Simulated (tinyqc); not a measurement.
# Ballistic conductance of a hard-wall wire of rectangular section by counting modes: thermal smearing

Subband edges E_(a,b) = (C pi^2/m) [(a/W)^2 + (b/Hh)^2], a, b = 1, 2, ...; C = hbar^2/(2 m0). Every mode transmits fully; spin gives the factor 2 in 2 q^2/h, valleys the factor gv.

G = (2 q^2/h) gv M; at zero temperature M counts the edges below Ef, at T it is the sum of degeneracy times f. The smooth (Sharvin) count is kF^2 A/(4 pi), kF = sqrt(m Ef/C), A = W Hh, perimeter p = 2 (W + Hh), and with the boundary term kF^2 A/(4 pi) - kF p/(4 pi). f = 1/(1 + exp((E_n - Ef)/Vt)).

Values chosen for this exercise:
```
symbol,value,unit,meaning
m,0.067,m0,mass
gv,1,,valleys
Ef,0.191,eV,Fermi energy above the bulk band edge
W,14,nm,width
Hh,12,nm,height
```

Constants: q = 1.602176634e-19 C, kB = 1.380649e-23 J/K, hbar = 1.054571817e-34 J s, h = 6.62607015e-34 J s, m0 = 9.1093837015e-31 kg, Vt = kB T/q, hbar^2/(2 m0) = 0.0380998212 eV nm^2. Results are converted to the units shown.

Thermal smearing:
```
T (K),kB T (meV),M at T,G (uS)
2,0.17235,3.0000,232.44
10,0.86173,2.9994,232.40
30,2.5852,2.9242,226.57
77,6.6353,2.7225,210.94
150,12.926,2.5727,199.34
220,18.958,2.4801,192.16
300,25.852,2.4255,187.93
400,34.469,2.4091,186.66
```

What does the table show?

M at T falls from 3.00 to 2.41; the integer count is 3. The edge nearest to Ef lies 6.47 meV from it, and M stays within 0.01 of the integer up to 10 K among the rows.

Computed by the program tinyqc: `OMP_NUM_THREADS=1 python tinyqc.py 2740120 2740121 out.jsonl`, one thread of a shared Intel Xeon 2.30GHz, about 0.5 s for the whole run.
